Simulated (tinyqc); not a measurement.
Square-lattice Ising model by mean field, Bethe lattice, transfer matrix, exact enumeration and Monte Carlo steps: one step, computed by the program tinyqc. Command: `OMP_NUM_THREADS=1 python tinyqc.py 3015846 3015847 out.jsonl ising walk`. One thread of a shared host (Intel(R) Xeon(R) Processor @ 2.30GHz), about 0.06 s of CPU time with the checks.

H = -J sum over nearest pairs s_i s_j, s = +-1, no field, periodic boundaries; energies per site are in J. As a lattice gas or an alloy, s marks which species holds the site.

Task: Exact averages on the small cell. Weights count x exp(-K E); N = 16; u = <E>/N, c = K^2 (<E^2> - <E>^2)/N in k_B, Binder U = 1 - <M^4>/(3 <M^2>^2).

Inputs (values chosen for the exercise, for a model lattice): temperature T = 646 K.

Enumerated cell: 4 x 4.

States of the 4 x 4 cell:
```
E (J)  |M|  count
-32     16      2
-24     14     32
-20     12     64
-16      0      8
-16      8     48
-16     10    192
-16     12    176
-12      2    128
-12      4    192
-12      6    384
-12      8    512
-12     10    512
-8       0    768
-8       2   1248
-8       4   1408
-8       6   1376
-8       8   1472
-8      10    416
-4       0   1600
-4       2   3840
-4       4   3648
-4       6   3328
-4       8   1152
0        0   4356
0        2   7360
0        4   5856
0        6   2496
0        8    456
4        0   3264
4        2   6272
4        4   3136
4        6    896
8        0   2112
8        2   2784
8        4   1536
8        6    256
12       0    576
12       2   1024
12       4    128
16       0    120
16       2    192
16       4    112
20       0     64
24       2     32
32       0      2
```

K = 0.5586695

Give: ln Z / N; u, cell; heat capacity c, cell; <|m|>, cell; Binder cumulant U.

Result:

ln Z / N = 1.1755

u, cell = -1.8630

heat capacity c, cell = 0.41822

<|m|>, cell = 0.95779

Binder cumulant U = 0.65670
